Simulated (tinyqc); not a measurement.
What moves the results: metal-induced gap states at the contact of a metal chain and a two-band chain. A value that a table varies takes the place of the one given here.

The semiconductor alternates sites A at -Eg/2 and C at +Eg/2 with hopping -t; the gap runs from -Eg/2 to Eg/2. In the gap cosh(q a) = 1 + (Eg^2/4 - E^2)/(2 t^2) and the amplitude changes by -exp(-q a) a period. The metal has site energy 0 and hopping -tm; its end site has g_m = (E - i sqrt(4 tm^2 - E^2))/(2 tm^2). Sites 1, 2, ... count into the semiconductor, with energies e1, e2 alternating. The clean half chain has g1 = 1/(E - e1 - t^2 g2), g2 = 1/(E - e2 - t^2 g1), decaying root. With the contact G11 = 1/(1/g1 - tc^2 g_m), and the density on site j is -Im G_jj/pi = |psi_j/psi_1|^2 (-Im G11/pi), per spin, with psi_2/psi_1 = -t g2, psi_3/psi_2 = -t g1.

Constants: e^2/(4 pi eps0) = 14.39964547 eV angstrom.

Inputs chosen for the exercise (gap and optical dielectric constant near those of GaAs; the chain itself is a model; shifted at random, so the results belong to these values and not to a real crystal):
```
symbol  value  unit      meaning
Eg      1.35   eV        gap
t       2.82   eV        hopping in the semiconductor
tm      2.47   eV        hopping in the metal
tc      1.06   eV        hopping across the contact
end     A                site that touches the metal
a       4      angstrom  period (two sites); one chain for each area a^2
eps     11.4             dielectric constant
E       -0.25  eV        energy from mid-gap
```

## Across the gap

E = f Eg. Share on C: the part of the summed density that lies on C sites, whose orbitals make the conduction edge.

Gap states:
```
f      E (eV)  xi = 1/(2q) (angstrom)  D1 (1/eV)  D2 (1/eV)  sum (1/eV)  share on C
-0.48  -0.648                   29.85     0.3337     0.0064      2.7112       0.019
-0.40  -0.540                   13.94     0.1084     0.0104      0.4765       0.088
-0.30  -0.405                   10.46     0.0529     0.0109      0.2007       0.171
-0.15  -0.203                    8.78     0.0255     0.0109      0.0996       0.300
0.00    0.000                    8.38     0.0141     0.0111      0.0662       0.441
0.15    0.203                    8.78     0.0078     0.0115      0.0527       0.597
0.30    0.405                   10.46     0.0038     0.0125      0.0511       0.768
0.40    0.540                   13.94     0.0018     0.0137      0.0620       0.886
0.48    0.648                   29.85     0.0003     0.0159      0.1293       0.979
```

The decay length xi of the density is shortest at mid-gap, 8.38 angstrom, and grows to 29.8 near the edges. The summed density is least at f = 0.3 (0.0511) and largest at f = -0.48 (2.7112 1/eV). The share on C goes from 0.02 to 0.98 and passes one half near f = +0.057, a point that depends on which site ends the chain. The states turn from valence-like to conduction-like across the gap; the branch point, where the decay is fastest, lies at mid-gap in this symmetric chain and is the usual estimate of the neutrality level.

## Wider gaps pin less

E = 0; Eg is varied and eps follows 1 + (eps0 - 1)(Eg0/Eg), with the given Eg and eps as Eg0 and eps0. xi = 1/(2q), N = 2 (summed density)/a^2, S = 1/(1 + 4 pi e^2 N xi/eps).

Against the gap:
```
Eg (eV)    eps  xi (angstrom)  summed density (1/eV)      S  S at fixed eps
0.50     29.08          22.57                 0.1919  0.229           0.104
0.75     19.72          15.05                 0.1253  0.316           0.211
1.10     13.76          10.27                 0.0829  0.417           0.372
1.50     10.36           7.54                 0.0588  0.508           0.532
2.30      7.10           4.94                 0.0358  0.640           0.740
3.40      5.13           3.37                 0.0221  0.753           0.871
5.50      3.55           2.13                 0.0116  0.865           0.954
9.00      2.56           1.37                 0.0055  0.938           0.985
```

From Eg = 0.5 to 9 eV xi falls by a factor 16.5 and the summed density by 35.1, so at fixed eps S rises from 0.10 to 0.99. The weaker screening of wide-gap solids works against this: with it S goes from 0.23 to 0.94.

## Weakening the contact bond

At the given E, tc is varied, as by a thin spacer. xi = 1/(2q), N = 2 (summed density)/a^2, S = 1/(1 + 4 pi e^2 N xi/eps) with xi and eps kept.

Against tc:
```
tc (eV)  D1 (1/eV)  summed density (1/eV)       S
0.10       0.00028                0.00108  0.9811
0.25       0.00176                0.00672  0.8927
0.50       0.00700                0.02674  0.6765
0.80       0.01758                0.06712  0.4545
1.20       0.03686                0.14072  0.2844
1.80       0.06351                0.24244  0.1874
2.50       0.06988                0.26675  0.1733
3.50       0.05215                0.19908  0.2193
```

For a weak bond the density goes as tc^2 (ratio 6.24 between 0.25 and 0.1 eV, against 6.25). It is largest at tc = 2.5 eV among these rows and falls beyond, as the first site pairs off with the metal. S is 0.981 at 0.1 eV and has its least value, 0.173, in that row.

## What each parameter does

xi = 1/(2q), summed density, and S = 1/(1 + 4 pi e^2 N xi/eps), N = 2 (summed density)/a^2. Each row changes one parameter from the base and keeps the others.

Results:
```
case           xi (angstrom)  summed density (1/eV)       S
base                   9.014                0.11343  0.3302
Eg = 1.485 eV          8.088                0.09588  0.3939
t = 3.102 eV           9.912                0.10466  0.3270
tm = 2.717 eV          9.014                0.10427  0.3491
tc = 1.166 eV          9.014                0.13403  0.2944
eps = 12.54            9.014                0.11343  0.3516
end = C                9.014                0.05125  0.5218
```

The largest shifts from the base row, up to three for each result and ties (the steps differ in size, so this ranks the rows, not the parameters). xi (angstrom): Eg -0.926, t +0.898; unchanged at the printed digits by tm, tc, eps and end. summed density (1/eV): end -0.06218, tc +0.02061, Eg -0.01755; unchanged at the printed digits by eps. S: end +0.1916, Eg +0.0637, tc -0.0358. The decay length belongs to the semiconductor alone; the metal and the contact set only the amplitude.

Run: tinyqc, `OMP_NUM_THREADS=1 python tinyqc.py 1482586 1482587 out.jsonl`; Intel(R) Xeon(R) Processor @ 2.30GHz, one thread, shared host; about 0.01 s of CPU time with all checks.
